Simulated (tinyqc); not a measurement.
Minimum-mode following (dimer method) and harmonic rate on a two-dimensional model surface: one step, computed by the program tinyqc.

V(x, y) = h u^2 + t x + (kappa/2)(y + c u)^2 with u = x^2/w^2 - 1; the path runs from the minimum near (-w, 0) to that near (w, 0).

Question. Stationary points. Newton steps x(new) = x - H^-1 grad V (moves limited to 0.3 angstrom) from (-w, 0), (w, 0) and (0, c) give the two minima and the saddle.

Inputs (values chosen for the exercise, for a model surface):

| quantity | value | unit |
|---|---|---|
| height h | 0.59 | eV |
| half width w | 1.2 | angstrom |
| transverse stiffness kappa | 5.4 | eV/angstrom^2 |
| curvature c | 0.27 | angstrom |
| tilt t | 0.051 | eV/angstrom |

Surface: curved double well.

Give: positions; energies; barrier from the start.

Answer.

positions (angstrom):
```
             x       y
start   -1.215  -0.007
end      1.184   0.007
saddle   0.031   0.270
```

energies (eV): start -0.0616, end 0.0608, saddle 0.5908

barrier from the start = 0.6524 eV
